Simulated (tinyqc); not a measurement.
Inside a calculation. Method: G0W0 on RHF in the 6-31g basis, for He, spin multiplicity 1. One step of it, computed by the program tinyqc.

Task: G0W0 on Hartree-Fock: HOMO. W(p,q,m) = sqrt2 sum_ia (pq|ia) (X+Y)_ia,m; Sigma_c(x) = sum_(i,m) W^2/(x - e_i + w_m) + sum_(a,m) W^2/(x - e_a - w_m); solve x = e_p + Sigma_c(x) by Newton steps; Z = 1/(1 - dSigma/dx); 1 hartree = 27.211386 eV.

orbital energies (hartree): MO1 -0.914127, MO2 1.399859

Two-electron integrals over orbitals (pq|rs), unique and non-zero (hartree):
```
(11|11) 1.026907    (21|11) -0.316490   (21|21) 0.227670    (22|11) 0.858133
(22|21) -0.255554   (22|22) 0.766363
```

excitation energies w (hartree): 2.731636

X + Y:
```
            1
1>2  0.920384
```

Give: The 12 largest terms at x = e_p; Newton steps; quasiparticle energy of the HOMO; Hartree-Fock value.

Result:

The 12 largest terms at x = e_p (hartree; W for the signs of X + Y given):
```
q  m        W     term
1  1  -0.4120   0.0621
2  1   0.2963  -0.0174
```

Newton steps (hartree):
```
step        x  Sigma_c(x)       Z
0     -0.9141      0.0447  0.9745
1     -0.8705      0.0436  0.9751
2     -0.8705      0.0436  0.9751
```

quasiparticle energy of the HOMO = -23.6884 eV

Hartree-Fock value = -24.8747 eV
